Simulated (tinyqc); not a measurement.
Small-signal admittance of a forward-biased p+-n diode: two steps of the calculation.

Holes injected into a neutral base of width wb with an ohmic contact at its end; low injection, p0 far above the equilibrium density. A small voltage v exp(i w t), w = 2 pi f, modulates the edge density by p0 v/Vt, and the small-signal density obeys Dp d2p/dx2 = (1/tau + i w) p.

Values chosen for this exercise; permittivity close to that of silicon: temperature T = 350 K; relative permittivity eps_r = 11.7; donor density of the base Nd = 8.9e16 cm^-3; hole diffusion coefficient Dp = 8.3 cm^2/s; hole lifetime tau = 7e-9 s; width of the neutral base wb = 3.4 um; excess hole density at the junction edge p0 = 3.5e15 cm^-3; acceptor density of the p+ side Na = 7e18 cm^-3; signal frequency f = 9.8e6 Hz.

Constants: q = 1.602176634e-19 C, kB = 1.380649e-23 J/K, Vt = kB T/q, eps0 = 8.8541878128e-14 F/cm where lengths are in cm. Results are converted to the units shown.

Problem 1. Closed-form admittance. L = sqrt(Dp tau); direct current J = (q Dp p0/L) coth(wb/L); k = sqrt(1 + i w tau)/L; diffusion admittance Y = (q Dp p0/Vt) k coth(k wb) = G + i w C_diff; junction capacitance C_j = sqrt(q eps0 eps_r Nd/(2 Vr)) in the depletion approximation, with the remaining barrier Vr = Vt ln(Na/p0), a rough value under forward bias; base-width modulation is left out.

Find: L; J; k wb; Y; C_diff; C_j.

Solution 1.

L = 2.410 um
J = 21.75 A/cm^2
k wb = 1.442+0.297i
Y = 725.7+102.7i S/cm^2
C_diff = 1.669 uF/cm^2
C_j = 0.1795 uF/cm^2

G is 1.01 times its low-frequency value J/Vt, and C_diff is 9.30 times C_j.

Problem 2. The same by finite differences. 7 equal intervals, h = wb/7; u = small-signal density over its edge value, u_0 = 1, u_7 = 0; u_(i-1) + b u_i + u_(i+1) = 0 with b = -2 - h^2 (1/tau + i w)/Dp; Y = (q Dp p0/(Vt h)) (-b/2 - u_1), which includes the half box at the edge.

Give: b; u; Y on the mesh.

Solution 2.

b = -2.041-0.018i
u, node 1 to 6: [0.7907-0.0243i, 0.6139-0.0357i, 0.4626-0.0378i, 0.3308-0.0334i, 0.2130-0.0245i, 0.1043-0.0129i]
Y on the mesh = 729.6+104.9i S/cm^2

Program tinyqc, `OMP_NUM_THREADS=1 python tinyqc.py 2890217 2890218 out.jsonl`; Intel Xeon 2.30GHz, shared host, one thread, about 0.01 s.
